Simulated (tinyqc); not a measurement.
## Trap density and grain size from the barrier

Problem. With all traps filled Vb = q Qt^2/(8 eps0 eps_r N), and in that limit the barrier is largest at N* = Qt/Lg. Find Qt, Lg and the depleted width Qt/N.

Inputs (values chosen for the exercise): relative permittivity of the semiconductor eps_r = 11.7.

Constants: q = 1.602176634e-19 C, eps0 = 8.8541878128e-14 F/cm where lengths are in cm. Results are converted to the units shown.

barrier at N = 4.8e17 cm^-3 = 0.41242457 V
doping of the largest barrier = 1.6e17 cm^-3

Answer. The barrier gives Qt, and N* then gives Lg.

Qt = 3.200e12 cm^-2
Lg = 200.0 nm
depleted width = 66.67 nm

Program tinyqc, `OMP_NUM_THREADS=1 python tinyqc.py 2610040 2610041 out.jsonl`; Intel Xeon 2.30GHz, shared host, one thread, about 0.01 s.
